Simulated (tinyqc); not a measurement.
From results back to parameters: special k points of the simple cubic lattice. Three cases, with inputs chosen for the exercise.

Problem. E(k) = -sqrt(D^2 + (e0 - t A_1(k))^2) with A_1 = 6 at Gamma and A_1 = 2 at b1/2; t > 0 and D > 0 are hidden.

Find: t; D.

Method. The difference of the squares is 32 t^2 - 8 e0 t; it is positive, so the quadratic has one positive root t; D^2 follows from either energy.

Case 1.

Values chosen: e0 = 1.55 eV (offset).
E at Gamma = -1.962295 eV
E at b1/2 = -1.717731 eV

Solution.

t = 0.450 eV
D = 1.590 eV

Case 2.

Values chosen: e0 = 1.15 eV (offset).
E at Gamma = -2.665427 eV
E at b1/2 = -1.180381 eV

Solution.

t = 0.590 eV
D = 1.180 eV

Case 3.

Values chosen: e0 = 1.38 eV (offset).
E at Gamma = -2.742499 eV
E at b1/2 = -2.414229 eV

Solution.

t = 0.460 eV
D = 2.370 eV

Computed by tinyqc, one run a case: `OMP_NUM_THREADS=1 python tinyqc.py N N+1 out.jsonl` with N = 1651795, 1651864, 1652010; one thread of a shared Intel(R) Xeon(R) Processor @ 2.30GHz, about 0.2 s a run at most.
